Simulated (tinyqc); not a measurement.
# Lossy on-chip transmission line with skin effect: what changes with what

A uniform line in a homogeneous dielectric: c = sqrt(er)/(c0 Z0), l = Z0 sqrt(er)/c0 (c0 = 299792458 m/s), g = w c td, w = 2 pi f. The resistance joins its limits as r = sqrt(r_dc^2 + r_hf^2), with r_dc = rho/(wd th), r_hf = kr rho/(2 delta (wd + th)), delta = sqrt(rho/(pi f mu0)), mu0 = 4 pi 1e-7 H/m; this is an interpolation, and internal inductance, up to 0.05 nH/mm at low frequency, is neglected.

Inputs (values chosen for the exercise):
- wd = 2.6 um (width of the strip)
- th = 1 um (thickness of the strip)
- rho = 1.8 uohm cm (resistivity)
- er = 3.9 (relative permittivity)
- td = 0.02 (loss tangent)
- Z0 = 45 ohm (lossless impedance sqrt(l/c))
- kr = 1.5 (factor for crowding and the return path)
- len = 4.7 mm (length)
- Rg = 50 ohm (source resistance)
- RL = 100 ohm (load resistance)
- CL = 20 fF (load capacitance)
- f = 0.64 GHz (frequency)

Each table varies one quantity; the others keep the values above.

## Line properties against frequency

gamma = sqrt((r + i w l)(g + i w c)) = alpha + i beta, Zc = sqrt((r + i w l)/(g + i w c)), roots with positive real part; loss 8.685889638 alpha in dB; phase velocity w/beta. ZL = 1/(1/RL + i w CL); reflection (ZL - Zc)/(ZL + Zc); Zin = Zc (ZL + Zc tanh(gamma len))/(Zc + ZL tanh(gamma len)); H = V_load/V_source = [Zin/(Zin + Rg)]/[cosh(gamma len) + (Zc/ZL) sinh(gamma len)].

Line properties against frequency:

| f (GHz) | r (ohm/mm) | r/(w l) | loss (dB/mm) | \|Zc\| (ohm) | phase velocity over c0 | length in wavelengths | \|H\| (dB) |
|---|---|---|---|---|---|---|---|
| 0.01 | 6.9253 | 371.82 | 0.049446 | 867.64 | 0.037460 | 0.0041852 | -5.2279 |
| 0.03 | 6.9298 | 124.02 | 0.085445 | 501.10 | 0.064683 | 0.0072712 | -5.2296 |
| 0.09 | 6.9431 | 41.420 | 0.14697 | 289.62 | 0.11101 | 0.012710 | -5.2348 |
| 0.3 | 6.9896 | 12.509 | 0.26199 | 159.39 | 0.19635 | 0.023953 | -5.2554 |
| 0.8 | 7.0990 | 4.7644 | 0.40492 | 99.278 | 0.29802 | 0.042084 | -5.3204 |
| 2 | 7.3551 | 1.9745 | 0.56916 | 66.940 | 0.40194 | 0.078009 | -5.5611 |
| 7 | 8.3378 | 0.63951 | 0.79586 | 49.022 | 0.48563 | 0.22598 | -7.1078 |
| 20 | 10.470 | 0.28106 | 1.0734 | 45.859 | 0.50220 | 0.62435 | -8.7046 |
| 60 | 15.264 | 0.13659 | 1.6860 | 45.204 | 0.50552 | 1.8608 | -11.914 |

What does the table show?

r equals w l at 4.19 GHz: below it |Zc| and the delay grow as in an RC line, above it |Zc| tends to Z0 = 45 ohm and the velocity to 1/sqrt(er) = 0.506 c0. The loss goes as f^(0.50) between the first two rows and f^(0.41) between the last two. |H| is -5.23 dB in the first row and -11.9 dB in the last; between rows it can pass through resonances that the table doesn't show.

## Effect of the length

Same model as above.

The same in every row: r (ohm/mm) = 7.064; r/(w l) = 5.926; loss (dB/mm) = 0.3685; |Zc| (ohm) = 110.3; phase velocity over c0 = 0.2728.

Results:

| len (mm) | length in wavelengths | \|H\| (dB) |
|---|---|---|
| 0.47 | 0.003678 | -3.714 |
| 0.82 | 0.006418 | -3.854 |
| 2.5 | 0.01957 | -4.502 |
| 4.4 | 0.03444 | -5.192 |
| 7.7 | 0.06026 | -6.313 |
| 13 | 0.1017 | -8.017 |
| 24 | 0.1878 | -11.62 |

Estimate the missing row, len = 1.4 mm.

Computed row:

| len (mm) | length in wavelengths | \|H\| (dB) |
|---|---|---|
| 1.4 | 0.01096 | -4.083 |

With this row back in the table: As len goes from 0.47 to 24, the loss stays at 0.368 dB/mm, |Zc| stays at 110 ohm and |H| goes from -3.71 to -11.6 dB, with its highest value among the rows, -3.71 dB, at len = 0.47.

Computed by the program tinyqc: `OMP_NUM_THREADS=1 python tinyqc.py 2810210 2810211 out.jsonl`, one thread of a shared Intel Xeon 2.30GHz, about 0.01 s for the whole run.
